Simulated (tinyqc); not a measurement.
# Trench capacitor in an array: capacitance, non-linearity, leakage and relaxation: effects of single changes

A film between two metal electrodes, each interface adding a series capacitance ci. The small-signal permittivity is ek (1 + aq E^2); the field is found with the linear permittivity. Leakage J = J0 sinh(E/Ef). After a voltage step the film passes a relaxation current kr C V tt^(-nr), tt being the time in seconds. The sidewall is a coaxial capacitor with radii a = dm/2 - t and b = dm/2, depth AR dm; the end face is left out.

Parameters, values chosen for the exercise; permittivity of the order of that of tantalum oxide:
- ek = 22.8 (relative permittivity of the film)
- t = 27 nm (film thickness)
- ci = 1000 uF/cm^2 (capacitance of each electrode interface (dead layer and screening))
- aq = 0.0048 cm^2/MV^2 (quadratic field coefficient of the permittivity)
- V = 0.8 V (bias)
- nr = 0.952 (exponent of the relaxation current)
- kr = 0.0034 (strength of the relaxation)
- J0 = 1.9e-10 A/cm^2 (leakage prefactor)
- Ef = 0.44 MV/cm (field for an e-fold rise of the leakage)
- dm = 240 nm (diameter of the hole)
- pt = 370 nm (pitch of the square array)
- rho = 540 uohm cm (resistivity of the inner electrode)
- t0 = 2e-8 s (duration of the write pulse)

Constants: eps0 = 8.8541878128e-14 F/cm where lengths are in cm. Results are converted to the units shown.

Each table varies one quantity; the others keep the values above.

## Capacitance, non-linearity and leakage against thickness

Planar film: Cf = eps0 ek/t, 1/C = 1/Cf + 2/ci, EOT = 3.9 eps0/C, effective permittivity C t/eps0, E = (V/t) C/Cf; quadratic coefficient [C(V)/C - 1]/V^2 with Cf (1 + aq E^2) in C(V).

Capacitance, non-linearity and leakage against thickness:
```
t (nm)  C (uF/cm^2)  EOT (nm)  effective permittivity  E (MV/cm)  quadratic coefficient (ppm/V^2)  J (A/cm^2)
2.5           7.947    0.4345                   22.44      3.149                          7.314e4    1.219e-7
3.7           5.397    0.6398                   22.55      2.139                          3.393e4    1.227e-8
5.5           3.644    0.9477                   22.63      1.444                          1.552e4    2.525e-9
8.2           2.450     1.410                   22.69     0.9708                             7034   8.524e-10
12            1.677     2.060                   22.72     0.6644                             3300   4.091e-10
18            1.119     3.086                   22.75     0.4434                             1472   2.256e-10
27           0.7466     4.625                   22.77     0.2959                            655.5   1.376e-10
40           0.5042     6.849                   22.78     0.1998                            299.1   8.927e-11
60           0.3362     10.27                   22.78     0.1332                            133.1   5.842e-11
```

What does the table show?

C falls from 7.95 to 0.336 uF/cm^2 while the effective permittivity goes from 22.4 to 22.8 (ek = 22.8). EOT is a straight line in t with slope 3.9/ek = 0.171 and intercept 0.00691 nm. The quadratic coefficient goes as t^(-1.96) between the first two rows and t^(-2.00) between the last two (-2 without interfaces), and J falls by 3.32 decades. For t = 2.5, 3.7 direct tunnelling, left out, would add to the leakage.

## Cell against the aspect ratio

Per length 1/c = ln(b/a)/(2 pi eps0 ek) + (1/a + 1/b)/(2 pi ci); cell capacitance c AR dm; per footprint over pt^2; fields c V/(2 pi eps0 ek r) at r = a and b; resistance of the inner electrode rho AR dm/(pi a^2); time constant R C/3 of the distributed line.

The same in every row: field at a (MV/cm) = 0.33697; field at b (MV/cm) = 0.26115.

Result of one run:
```
AR  cell capacitance (fF)  per footprint (uF/cm^2)  R (kohm)  R C/3 (ps)
50                 59.626                   43.554    2.3848      47.399
```

What becomes of these results when the aspect ratio, depth over diameter AR is changed from 50 to 70, all else the same?

Result of the changed run:
```
AR  cell capacitance (fF)  per footprint (uF/cm^2)  R (kohm)  R C/3 (ps)
70                 83.476                   60.976    3.3388      92.902
```

The whole series:
```
AR   cell capacitance (fF)  per footprint (uF/cm^2)  R (kohm)  R C/3 (ps)
5                   5.9626                   4.3554   0.23848     0.47399
10                  11.925                   8.7108   0.47697      1.8960
20                  23.850                   17.422   0.95394      7.5839
30                  35.775                   26.132    1.4309      17.064
50                  59.626                   43.554    2.3848      47.399
70                  83.476                   60.976    3.3388      92.902
100                 119.25                   87.108    4.7697      189.60
```

As AR goes from 5 to 100, the cell capacitance rises from 5.96 to 119 fF, the capacitance per footprint rises from 4.36 to 87.1 uF/cm^2, the ratio of the two fields stays at 1.29 and R C/3 rises from 0.474 to 190 ps; the time constant goes as AR^(2.00) between the first two rows and AR^(2.00) between the last two.

## Charge lost after writing

Planar film: Cf = eps0 ek/t, 1/C = 1/Cf + 2/ci, EOT = 3.9 eps0/C, effective permittivity C t/eps0, E = (V/t) C/Cf. A capacitor written for t0 and then left open loses, as a share of C V, kr (tt^(1 - nr) - t0^(1 - nr))/(1 - nr) by relaxation and J tt/(C V) by leakage; both are taken as small, and rows far outside that range are left out.

The same in every row: leakage current (nA/cm^2) = 0.1376.

Results:
```
tt (s)  relaxation current (nA/cm^2)  loss by relaxation (%)  loss by leakage (%)  total loss (%)
1e-6                         1.046e6                  0.6248             2.304e-8          0.6248
1e-5                         1.169e5                   1.051             2.304e-7           1.051
0.0001                       1.305e4                   1.528             2.304e-6           1.528
0.01                           162.8                   2.654             2.304e-4           2.654
0.1                            18.18                   3.317             0.002304           3.320
1                              2.031                   4.059              0.02304           4.082
10                            0.2268                   4.886               0.2304           5.117
100                          0.02533                   5.811                2.304           8.115
1000                        0.002829                   6.843                23.04           29.88
```

Estimate the missing row, tt = 0.001 s.

Computed row:
```
tt (s)  relaxation current (nA/cm^2)  loss by relaxation (%)  loss by leakage (%)  total loss (%)
0.001                           1458                   2.060             2.304e-5           2.060
```

With this row back in the table: The two currents are equal at tt = 16.9 s. The loss by relaxation grows from 0.625 to 6.84 %, by 0.426 points over the first decade and 1.03 over the last, while the loss by leakage grows tenfold a decade. Leakage is the larger loss for tt = 1000 s. For tt = 1000 the falling voltage would already cut the leakage, so the linear estimate overstates the loss.

Program tinyqc, `OMP_NUM_THREADS=1 python tinyqc.py 2102084 2102085 out.jsonl`; Intel Xeon 2.30GHz, shared host, one thread, about 0.01 s.
